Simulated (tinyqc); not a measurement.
Floating body of a partially depleted SOI transistor: body voltage and kink: output curve and kink.

Source at 0 V. Channel current Ic = 2 nf K Vt^2 [F(0) - F(Vd)](1 + la Vd), F(V) = ln^2(1 + exp((Vg - VT - nf V)/(2 nf Vt))), VT = VT0 - gb Vb. Saturation voltage Vs = 2 Vt sqrt(F(0)) + 3 Vt, excess Ve = (Vd - Vs + sqrt((Vd - Vs)^2 + 0.0004 V^2))/2, multiplication M1 = Ai Ve exp(-Bl/Ve). Each junction passes D(v) = J1 (exp(v/Vt) - 1) + J2 (exp(v/(2 Vt)) - 1). Bipolar current Ib = bb J1 (exp(Vb/Vt) - 1). The body settles where M1 (Ic + Ib) = D(Vb) + D(Vb - Vd) + Vb/Rb; drain current Id = (1 + M1)(Ic + Ib) - D(Vb - Vd).

Rows with more than one solution for Vb (latch) are left out; dId/dVd by a forward difference over 1e-4 V, swing = 1e-4 V over the change of log10 Id; M1 under 1e-12 is printed as 0.

Parameters, values chosen for the exercise; values of the order met in partially depleted silicon-on-insulator transistors: temperature T = 330 K; threshold at zero body voltage VT0 = 0.43 V; fall of the threshold per volt of body voltage gb = 0.28; slope factor nf = 1.44; gain factor per width K = 220 uA/(V^2 um); channel-length modulation factor la = 0.09 1/V; impact-ionisation prefactor Ai = 1.61 1/V; impact-ionisation voltage Bl = 4.6 V; diffusion saturation current of each junction J1 = 5.1e-12 uA/um; recombination saturation current of each junction J2 = 1.7e-8 uA/um; gain of the lateral bipolar transistor on the diffusion current bb = 0.5; resistance of a weak body tie to the source (1e9 stands for no tie, and the term is then dropped) Rb = 1e9 kohm um; gate voltage Vg = 0.37 V.

Constants: q = 1.602176634e-19 C, kB = 1.380649e-23 J/K, Vt = kB T/q. Results are converted to the units shown.

Output curve and kink:
```
Vd (V)  Vb (V)        M1  Id, floating (uA/um)  Id, grounded (uA/um)  ratio  dId/dVd, floating (uS/um)  dId/dVd, grounded (uS/um)
0.68    0.4590  1.369e-4                0.7787               0.08378  9.294                      2.398                   0.007501
0.84    0.5445  0.001188                 1.096               0.08508  12.89                      1.682                   0.008984
1       0.5950  0.005117                 1.338               0.08675  15.43                      1.382                    0.01209
1.16    0.6298   0.01458                 1.549               0.08904  17.40                      1.282                    0.01679
1.32    0.6558   0.03211                 1.756               0.09218  19.05                      1.323                    0.02276
1.48    0.6763   0.05961                 1.979               0.09636  20.53                      1.481                    0.02960
1.64    0.6932   0.09825                 2.235                0.1017  21.98                      1.743                    0.03698
1.8     0.7074    0.1486                 2.542                0.1082  23.49                      2.107                    0.04462
```

What does the comparison show?

Vb rises from 0.459 to 0.707 V and the ratio of the currents rises from 9.29 to 23.5. The output conductance with a floating body exceeds the grounded value by the largest factor among the rows, 320, at Vd = 0.68 V, where Vb = 0.459 V and M1 = 1.37e-4.

Range of the model: The multiplication law is an empirical form chosen for the exercise; self-heating and capacitive coupling to the body are left out, and the linear laws are rough once Vb passes about 0.7 V or M1 about 0.1.

Program tinyqc, `OMP_NUM_THREADS=1 python tinyqc.py 2182269 2182270 out.jsonl`; Intel Xeon 2.30GHz, shared host, one thread, about 0.2 s.
